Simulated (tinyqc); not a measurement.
Read current of a NAND string, cells in series solved by shooting: course of the secant iteration.

Cells in series, numbered from 0 at the source line (0 V) to the bit line, each followed by a gap resistance Rg. A cell with gate Vg, threshold VT, source Vs and drain Vd passes I = 2 nf K Vt^2 [F(Vs) - F(Vd)]/(1 + th max(Vg - VT, 0)), F(V) = ln^2(1 + exp((Vg - VT - nf V)/(2 nf Vt))). The selected cell has Vg = Vr, the others Vg = Vp.

For a trial current I start at 0 V and, cell by cell (the selected one is cell 3), solve for the drain: sqrt(F(Vd)) = sqrt(F(Vs) - I/k), k = 2 nf K Vt^2/(1 + th max(Vg - VT, 0)), Vd = [Vg - VT - 2 nf Vt ln(exp(sqrt F) - 1)]/nf, then add I Rg.

Secant steps on the end voltage less Vbl, from the two trials; a trial above the saturation current of a cell has no solution and is moved halfway to the previous trial. Stop below 1e-9 V.

Inputs (values chosen for the exercise); values of the order met in vertical NAND strings: temperature T = 300 K; gain factor of a cell K = 9.1 uA/V^2; slope factor nf = 1.5; mobility reduction factor th = 0.08 1/V; resistance of the gap between cells Rg = 19 kohm; bit-line voltage Vbl = 0.4 V; pass voltage Vp = 7.1 V; read voltage on the selected word line Vr = 3.3 V.

Constants: q = 1.602176634e-19 C, kB = 1.380649e-23 J/K, Vt = kB T/q. Results are converted to the units shown.

| cell | thresholds from the source end (V) |
|---|---|
| 0 | 3.2 |
| 1 | 3.2 |
| 2 | -1.3 |
| 3 | 2 |
| 4 | -1.3 |
| 5 | 3.2 |

first trial current = 0.71 uA
second trial current = 0.86 uA

Course of the iteration:

| iteration | I (uA) | end voltage - Vbl (V) | halvings |
|---|---|---|---|
| 1 | 1.00136 | 2.88e-3 | 0 |
| 2 | 0.994954 | -6.90e-5 | 0 |
| 3 | 0.995104 | -8.02e-8 | 0 |
| 4 | 0.995104 | 2.23e-12 | 0 |

Did this iteration meet its convergence test, and what does its course show?

Yes. Converged in 4 iterations to I = 0.99510 uA. The selected cell takes 30.9 % of the bit-line voltage and the gaps together 28.4 %.

Computed by the program tinyqc: `OMP_NUM_THREADS=1 python tinyqc.py 2142231 2142232 out.jsonl`, one thread of a shared Intel Xeon 2.30GHz, about 0.3 s for the whole run.
